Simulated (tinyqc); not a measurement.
# Composition from the perpendicular lattice constant

Question. The layer is x parts of the first compound and 1 - x of the second, grown coherently on the third as substrate and barrier. Rows of the table: lattice constant a, average valence level Ea on an absolute scale, spin-orbit splitting so, gaps at Gamma, X and L, hydrostatic deformation potentials av and ac (Gamma), shear potential b, elastic constants, electron and heavy-hole (along z) masses. All are interpolated linearly in x; gaps get -C x (1 - x), taken wholly in the conduction band; real line-ups can differ from this model by 0.1 eV or more. In-plane strain e = (a_substrate - a)/a, e_z = -2 (c12/c11) e, volume change 2 e + e_z. X-ray diffraction gives a_z = a (1 + e_z) of the coherent layer. Find x, e and the relaxed Gamma gap.

Inputs (values chosen for the exercise): bowing of the Gamma gap CG = 1.43 eV; bowing of the X gap CX = 1.2 eV; bowing of the L gap CL = 1.2 eV.

Binary compounds, values chosen for the exercise:
```
              close to GaSb  close to GaAs  close to InP
a (angstrom)          6.096          5.653         5.869
Ea (eV)               -6.25          -6.92         -7.04
so (eV)               0.769          0.344         0.109
EG (eV)               0.715           1.42          1.33
EX (eV)                1.03           1.87          2.18
EL (eV)               0.805           1.69          1.95
av (eV)                0.79           1.16          1.27
ac (eV)               -6.92          -7.18         -5.11
b (eV)                -2.02          -1.68          -1.7
c11 (GPa)              87.2            117           100
c12 (GPa)              40.5           53.2          55.4
me (m0)              0.0394          0.066        0.0798
mh (m0)               0.249          0.345         0.523
```

lattice constant along the growth direction = 5.97311598 angstrom

Solution. a_z changes steadily with x, about (1 + 2 c12/c11) times as fast as the relaxed lattice constant, so one composition matches.

x = 0.610
e = -0.916 %
relaxed Gamma gap = 0.650 eV

Computed by the program tinyqc: `OMP_NUM_THREADS=1 python tinyqc.py 2690080 2690081 out.jsonl`, one thread of a shared Intel Xeon 2.30GHz, about 0.01 s for the whole run.
